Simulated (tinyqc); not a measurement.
Doping and voltage from widths and field.

Question. In the depletion approximation an abrupt p-n junction has a triangular field: peak E = q Nd xn/(eps0 eps_r) = q Na xp/(eps0 eps_r), W = xn + xp, and Vbi - V = E W/2. Find Nd, Na and Vbi - V.

Values chosen for this exercise: relative permittivity eps_r = 7.95.

Constants: q = 1.602176634e-19 C, eps0 = 8.8541878128e-14 F/cm where lengths are in cm. Results are converted to the units shown.

W = 194.00077 nm
peak field = 305.20642 kV/cm
xn = 183.68609 nm

Solution. Gauss's law on each side gives its doping from the peak field and its width; the voltage is the area of the triangle.

Nd = 7.300e16 cm^-3
Na = 1.300e18 cm^-3
Vbi - V = 2.961 V

Numbers from tinyqc (`OMP_NUM_THREADS=1 python tinyqc.py 2000115 2000116 out.jsonl`; about 0.03 s on one thread of a shared Intel Xeon 2.30GHz).
